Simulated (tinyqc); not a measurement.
# Space-charge-limited current through a thin insulating or semi-insulating film with traps, step by step

A worked calculation. Computed by tinyqc, a small Python program that keeps every step. Command: `OMP_NUM_THREADS=1 python tinyqc.py 3028722 3028723 out.jsonl sclc walk`. One thread of a shared host (Intel(R) Xeon(R) Processor @ 2.30GHz), about 0.01 s of CPU time with the checks. Intermediate numbers are printed to about 6 digits and carried at full precision; extremes and crossings named in words are read from the listed rows.

One ohmic injecting contact at x = 0 (field zero), drift only, non-degenerate free carriers.

Inputs (values chosen for the exercise, modelled on amorphous silicon):
```
quantity                                            value        unit
permittivity eps                                     11.8           -
band mobility mu                                      3.4  cm^2/(V s)
effective density of states N_c                   2.1e+20      1/cm^3
trap density N_t                                  1.3e+18      1/cm^3
equilibrium Fermi level below the band edge, E_0     0.76          eV
thickness d                                            50          nm
free density at the anode, in units of N_c        4.3e-08           -
temperature T                                         400           K
trap level E_t below the band edge                   0.38          eV
```

Traps: single level.

Constants: k_B = 8.617333262e-05 eV/K; e = 1.602176634e-19 C; eps_0 = 8.8541878128e-12 F/m.

## Equilibrium and landmark voltages

Free density n_0 = N_c exp(-E_0/k_B T) in equilibrium; trapped density n_t(n) = N_t/(1 + n_1/n), n_1 = N_c exp(-E_t/k_B T). theta = n/(n + n_t) at the anode density; trap-filled-limit voltage V_TFL = e (N_t - n_t(n_0)) d^2/(2 eps eps_0).

n_0 = 5.58008e+10 1/cm^3

n_t(n_0) = 2.11908e+13 1/cm^3

theta = 0.00263321

V_TFL = 2.49187 V

## One point of the curve

J = e mu n F and (eps eps_0/e) dF/dx = n - n_0 + n_t(n) - n_t(n_0) = rho(n). With F = J/(e mu n): d = (eps eps_0 J/(e^2 mu)) I_1 and V = (eps eps_0 J^2/(e^3 mu^2)) I_2, I_k = int_(n_L)^infinity dn/(n^(k+1) rho(n)), n_L the density at the anode; with u = n_L/n, 200 Gauss-Legendre points in t, u = 1 - (1 - t)^2. Anode field J/(e mu n_L); Mott-Gurney current (9/8) eps eps_0 mu V^2/d^3; ohmic current e n_0 mu V/d.

I_1 = 1.62561e-29 cm^6

I_2 = 1.19921e-42 cm^9

current density J = 0.0256934 A/cm^2

voltage V = 0.0173973 V

anode field over mean field V/d = 1.50118

trap-free Mott-Gurney current = 9.67642 A/cm^2

ohmic current = 1.05765e-04 A/cm^2

J is 0.00266 times the trap-free law and 243 times the ohmic current; theta is 0.00263. The field ratio is 1 for ohmic flow, 3/2 for the square law and 2 for a uniform fixed charge; here 1.50. Caution: V is below 10 k_B T/e, where diffusion from the contact, left out here, dominates.

## The whole curve

The last column is d ln J/d ln V up to the next row.

Current against voltage:
```
n_L (1/cm^3)        V (V)   J (A/cm^2)    slope
5.90e+10      3.19720e-05  2.51502e-07  1.66559
3.50e+11      6.16434e-04  3.47547e-05  1.96252
2.10e+12      4.01754e-03  1.37609e-03  1.99901
1.30e+13      2.50018e-02  5.31966e-02  2.02988
7.60e+13      1.40090e-01  1.75843e+00  2.17650
4.50e+14      6.58476e-01  5.10529e+01  2.93904
2.70e+15      1.75346e+00  9.08148e+02  6.03678
1.60e+16      2.52937e+00  8.29301e+03  7.08921
9.80e+16      3.38497e+00  6.54338e+04  3.68486
5.80e+17      6.34095e+00  6.61135e+05  2.40884
3.50e+18      2.16262e+01  1.26993e+07  2.08129
2.10e+19      1.11193e+02  3.83515e+08        -
```

The slope starts at 1.67, peaks at 7.1 between 2.53 and 3.38 V and ends at 2.08. Rows below 0.34 V (10 k_B T/e) are formal, since diffusion from the contact rules there. Self-heating is left out, although J V exceeds 1e5 W/cm^2 at the last row. The last rows ignore velocity saturation (mu V/d above 1e7 cm/s). Rows above 15.0 V are formal, since the mean field exceeds 3 MV/cm and breakdown sets in. The steep part is the filling of the level near V_TFL = 2.49 V, from which N_t can be read; below it a slope near 2, where the rows show one, belongs to the square law scaled by theta.

Checks made by the program: trap-free limit against the Mott-Gurney law (relative difference 5e-08).
